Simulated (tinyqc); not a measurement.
Strain-driven roughening and islands of a mismatched epitaxial film: one step, computed by the program tinyqc. Command: `OMP_NUM_THREADS=1 python tinyqc.py 3009182 3009183 out.jsonl island walk`. One thread of a shared host (Intel(R) Xeon(R) Processor @ 2.30GHz), about 0.01 s of CPU time with the checks.

Film and substrate share isotropic elastic constants; the film is coherent and biaxially strained.

Task: Asaro-Tiller-Grinfeld instability. A ripple A cos(k x) has the surface chemical potential per volume [gamma k^2 - 2 (1 + nu) w k] A cos(k x), so k_c = 2 (1 + nu) w/gamma. With surface diffusion the amplitude grows at the rate q = B k^2 [2 (1 + nu) w k - gamma k^2], fastest at k_m = (3/4) k_c. B is the surface mobility.

Inputs (values chosen for the exercise, modelled on Si(0.5)Ge(0.5) on Si): Poisson ratio nu = 0.26; surface energy gamma = 1.16 J/m^2; surface mobility D_s nu_s Omega^2/(k_B T) = 4.2e-32 m^6/(J s).

Transport: surface diffusion.

energy density w = 95.26690 MJ/m^3

Give: k_c; critical wavelength; fastest wavelength; growth time 1/q at k_m.

Result:

k_c = 0.20696 1/nm

critical wavelength = 30.360 nm

fastest wavelength = 40.479 nm

growth time 1/q at k_m = 0.10608 s
